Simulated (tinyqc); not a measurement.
Worked calculation: WKB tunnelling through a gate dielectric with a two-band (Franz) dispersion. Values are carried at full precision from step to step, so a last printed digit may differ when a step is redone from the rounded ones.

Constants: hbar^2/2m0 = 3.80998211 eV angstrom^2.

Values chosen for the exercise (of the size used for Si3N4 on silicon; not measured data): phi = 2 eV (barrier above the electron energy at the emitter); t = 22 angstrom (thickness); V = 1.8 V (voltage across the layer); Eg = 5.35 eV (gap of the dielectric); m = 0.42 m0 (mass at the conduction edge).

## Shape of the barrier

Field V/t (1 V/angstrom = 100 MV/cm), the end of the forbidden region x_e = min(t, phi t/V), and u there.

field = 8.18 MV/cm
x_e = 22.00 angstrom
u(x_e) = 0.200 eV

V < phi: a trapezoid, direct tunnelling through the whole layer. This field is near or beyond what Si3N4 bears for long; the numbers are an exercise.

## Decay constant through the layer

At depth x the conduction edge lies u(x) = phi - V x/t above the electron. Parabolic: kappa = sqrt(m u/c). Franz: kappa = sqrt(m u (1 - u/Eg)/c), which vanishes at both band edges. c = hbar^2/2m0. T = exp(-2 integral of kappa dx) over the region u > 0; no image force, no prefactor, zero transverse momentum. The region ends at x_e = min(t, phi t/V); x_e < t is the Fowler-Nordheim regime.

Nine points x = j x_e/8.

kappa (1/angstrom):
```
x (angstrom)  u (eV)  parabolic   Franz
0.000         2.0000     0.4695  0.3716
2.750         1.7750     0.4423  0.3616
5.500         1.5500     0.4134  0.3484
8.250         1.3250     0.3822  0.3315
11.000        1.1000     0.3482  0.3104
13.750        0.8750     0.3106  0.2840
16.500        0.6500     0.2677  0.2509
19.250        0.4250     0.2165  0.2077
22.000        0.2000     0.1485  0.1457
```

At the emitter the Franz value is 20.9 % below the parabolic one, the factor sqrt(1 - phi/Eg).

## The integrals by Simpson's rule

Weights 1, 4, 2, 4, 2, 4, 2, 4, 1 times a third of the spacing.

integral of kappa dx: parabolic 7.409, Franz 6.486

## The integrals in closed form

Parabolic: (2/3) sqrt(m/c) (t/V) (phi^(3/2) - u_e^(3/2)). Franz: sqrt(m/c) Eg^(3/2) (t/V) (f(phi/Eg) - f(u_e/Eg)) with f(y) = ((2y - 1) sqrt(y (1 - y)) + arcsin(sqrt y))/4. u_e = max(phi - V, 0). T = exp(-2 I).

integral of kappa dx: parabolic 7.4099, Franz 6.4868

T: parabolic 3.66e-07, Franz 2.32e-06

The two-band dispersion raises T by a factor 6.34.

## Checks

- Franz integral in closed form against adaptive quadrature: both 6.48679.

Computed by tinyqc, a small Python program: `OMP_NUM_THREADS=1 python tinyqc.py 1482655 1482656 out.jsonl` (the numbers bound the seed that draws the inputs); one thread of a shared host (Intel(R) Xeon(R) Processor @ 2.30GHz), about 0.01 s for the whole set of steps.
